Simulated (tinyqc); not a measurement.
# Stacked nanosheet transistor, parasitic resistance, capacitance and delay: effects of single changes

Ns sheets share one contact on top; each has perimeter p = 2 (Ws + ts) and cross-section A = Ws ts; contact width Wc = Ws + 10 nm, stack height Hs = Ns pv. Sheet 1 is the top one. Contact length Lc = CPP - Lg - 2 Lsp, shared by two neighbouring gates. Source and drain sides are equal. The formulas are first-order estimates, not field solutions.

Inputs (values chosen for the exercise); values close to those of silicon logic devices: temperature T = 300 K; number of sheets Ns = 3; sheet width Ws = 30 nm; sheet thickness ts = 5 nm; vertical pitch of the sheets pv = 14 nm; vertical resistance between sheet levels rv = 72 ohm; contacted gate pitch CPP = 54 nm; gate length Lg = 12 nm; spacer length Lsp = 6 nm; relative permittivity of the spacer ks = 3.3; gate height above the channel stack Hc = 30 nm; contact resistivity rc = 5.8e-10 ohm cm^2; resistivity of the source-drain epitaxy re = 0.00033 ohm cm; current-carrying depth of the epitaxy te = 15 nm; resistivity of the extension rx = 0.0015 ohm cm; gate overlap Lov = 1.5 nm; inversion capacitance Cinv = 3.1 uF/cm^2; injection velocity vx = 1.3e7 cm/s; apparent mobility mu = 330 cm^2/(V s); threshold at zero drain voltage VT = 0.21 V; barrier lowering dl = 0.066 V/V; subthreshold factor n = 1.13; wire load Cw = 0.18 fF; supply voltage Vdd = 0.7 V.

Constants: q = 1.602176634e-19 C, kB = 1.380649e-23 J/K, eps0 = 8.8541878128e-12 F/m, Vt = kB T/q. Results are converted to the units shown.

Each table varies one quantity; the others keep the values above.

## Effect of the vertical resistance between sheet levels

Epitaxy sheet resistance Rsh = re/te, transfer length LT = sqrt(rc/Rsh), contact Rc = [sqrt(rc Rsh)/Wc] coth(Lc/(2 LT)); extension of one sheet Rx = rx Lsp/A. With N sheets: gate Cg = Cinv p N Lg; per side, plate Cp = ks eps0 [Wc (Hs + Hc) - N A]/Lsp, top fringe Cf = (2/pi) ks eps0 Wc ln(1 + Lg/(2 Lsp)), overlap Co = Cinv p N Lov. One sheet: I = p Q vx u/(1 + |u|^1.8)^(1/1.8), Q = Cinv n Vt ln(1 + exp((Vg' - VT + dl Vd')/(n Vt))), u = Vd' mu/(vx Lg), Vg' = Vgs - v, Vd' = Vds - 2 v, with the drop on each side v_j = Rc sum I + rv (sum over levels k = 2..j of the current of sheets k..Ns) + Rx I_j. Ieff = [I(Vgs = Vdd, Vds = Vdd/2) + I(Vdd/2, Vdd)]/2, total currents. With Cs = Cp + Cf + Co, the load of an inverter of two such devices driving an equal one is CL = 2 (Cg + 2 Cs) + 4 Cs + Cw (own drains counted twice for the Miller effect); delay CL Vdd/(2 Ieff).

The same in every row: Rc (ohm) = 122.7; Rx/N (ohm) = 200.0; CL (aF) = 513.2.

Results:
```
rv (ohm),Ieff (uA),delay (ps)
0,217.4,0.8261
50,212.1,0.8469
100,206.8,0.8683
400,178.8,1.004
800,154.5,1.162
```

Estimate the missing row, rv = 200 ohm.

Computed row:
```
rv (ohm),Ieff (uA),delay (ps)
200,196.7,0.9130
```

With this row back in the table: As rv goes from 0 to 800 ohm, Ieff falls from 217 to 155 uA, CL stays at 513 aF and the delay rises from 0.826 to 1.16 ps.

## Effect of the spacer length

Same model as above.

Effect of the spacer length:
```
Lsp (nm),Rc (ohm),Rx/N (ohm),Ieff (uA),CL (aF),delay (ps)
2,108.3,66.67,239.4,706.6,1.033
3,111.1,100.0,231.8,610.2,0.9214
4,114.4,133.3,224.4,561.8,0.8764
5,118.2,166.7,217.0,532.7,0.8590
6,122.7,200.0,209.8,513.2,0.8563
8,134.4,266.7,195.2,488.7,0.8764
10,151.4,333.3,180.4,474.0,0.9197
12,177.3,400.0,165.2,464.1,0.9833
```

As Lsp goes from 2 to 12 nm, Ieff falls from 239 to 165 uA, CL falls from 707 to 464 aF and the delay goes from 1.03 through a minimum of 0.856 (at Lsp = 6 nm among the rows listed) to 0.983 ps. A thin spacer costs capacitance, a thick one resistance and contact length, hence the minimum. For Lsp = 2 to 3 nm the spacer is under 3.5 nm, where leakage and breakdown between gate and contact would forbid it.

## Effect of the supply voltage

Same model as above.

The same in every row: Rc (ohm) = 122.7; Rx/N (ohm) = 200.0; CL (aF) = 513.2.

Effect of the supply voltage:
```
Vdd (V),Ieff (uA),delay (ps)
0.45,90.97,1.269
0.55,137.3,1.028
0.65,185.5,0.8993
0.75,234.1,0.8219
0.85,283.1,0.7705
0.95,332.1,0.7339
```

Read the table: what changes, and by how much?

As Vdd goes from 0.45 to 0.95 V, Ieff rises from 91.0 to 332 uA, CL stays at 513 aF and the delay falls from 1.27 to 0.734 ps.

Program tinyqc, `OMP_NUM_THREADS=1 python tinyqc.py 2170126 2170127 out.jsonl`; Intel Xeon 2.30GHz, shared host, one thread, about 0.1 s.
